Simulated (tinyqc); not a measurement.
Comparisons within one model: ionisation potential and affinity of a slab from the planar-averaged potential. A value that a table varies takes the place of the one given here.

A model of the planar-averaged electrostatic energy of an electron in a periodic cell of N1 periods of A (L1 = N1 n1 h) and N2 periods of vacuum (L2 = N2 n2 h), on z_j = j h: V(z) = f VA + (1 - f) VB + F t(z), VA = V1[0] + V1[1] cos(2 pi z/(n1 h)) + V1[2] cos(4 pi z/(n1 h)), VB the same with V2, n2 and z - L1. f = [tanh(z/w) - tanh((z - L1)/w) + tanh((z - L1 - L2)/w)]/2 + 1/2; t(z) = z - L1/2 in A and (L1/L2)(L1 + L2/2 - z) beyond, so that the cell is periodic.

Running mean over n points, periodic: for odd n the plain mean of the n points centred on j; for even n the n + 1 points with half weight at both ends. The macroscopic average applies the mean over n1 points and then over n2 points.

Parameters, chosen for this exercise (gap near that of Si; not measured data):
- h = 0.3 angstrom (grid step)
- n1 = 6 (grid points per period of A)
- n2 = 7 (grid points per period of the vacuum filter)
- V1 = (-4.83, 3.85, -0.71) eV (mean and two harmonics of the potential in A)
- V2 = (0, 0, 0) eV (the same in vacuum)
- w = 0.42 angstrom (width of the interfaces)
- N1 = 4 (periods of A)
- N2 = 4 (periods of vacuum)
- F = -0.021 eV/angstrom (slope in A from opposite charges on the two interfaces)

## How thick the regions must be

N1 = N2 = N, no slope (F = 0); dV is read at j = floor(N n1/2) and N n1 + floor(N n2/2). The exact value is V2[0] - V1[0].

Results:

| N | L1 (angstrom) | dV (eV) | error (meV) |
|---|---|---|---|
| 1 | 1.80 | 2.6450 | -2185.03 |
| 2 | 3.60 | 4.6650 | -164.98 |
| 3 | 5.40 | 4.8246 | -5.39 |
| 4 | 7.20 | 4.8300 | -0.03 |
| 5 | 9.00 | 4.8300 | 0.00 |
| 6 | 10.80 | 4.8300 | 0.00 |

How do the results move?

The error is below 10 meV from N = 3 on. The two windows together span 3.90 angstrom and must fit between the interface tails, which fall as exp(-2 z/w); the errors at N = 2, 3 and 4 are -164.98, -5.39 and -0.03 meV.

## The choice of windows

dV read at j = 12 and 38 after means over the numbers of points listed; ripple is the spread over the five points around each.

Results:

| windows | dV (eV) | ripple in A (meV) | ripple in vacuum (meV) |
|---|---|---|---|
| none | 1.690 | 4723 | 22 |
| 6 only | 4.830 | 25 | 22 |
| 7 only | 5.481 | 990 | 22 |
| 7, 8 | 4.733 | 156 | 22 |
| 6, 7 | 4.830 | 25 | 22 |

Which rows can be used, and how does a wrong window show?

The last row matches both periods and lies 0 meV from the value of a thick cell, V2[0] - V1[0] = 4.830 eV. Against it the raw potential errs by -3.14 eV. Within 20 meV of it lie: 6 only. A window one point too long leaves a ripple of 990 meV in A, against 25 meV in the last row (of which the slope F makes 25 meV): the ripple is the sign to look for. Rows to use, with under 30 meV of ripple in both regions once the tilt is taken off: 6 only and 6, 7. A row with a large ripple can hit the right value only by chance.

Program tinyqc; command `OMP_NUM_THREADS=1 python tinyqc.py 1850164 1850165 out.jsonl`; about 0.01 s on one thread of a shared Intel(R) Xeon(R) Processor @ 2.30GHz.
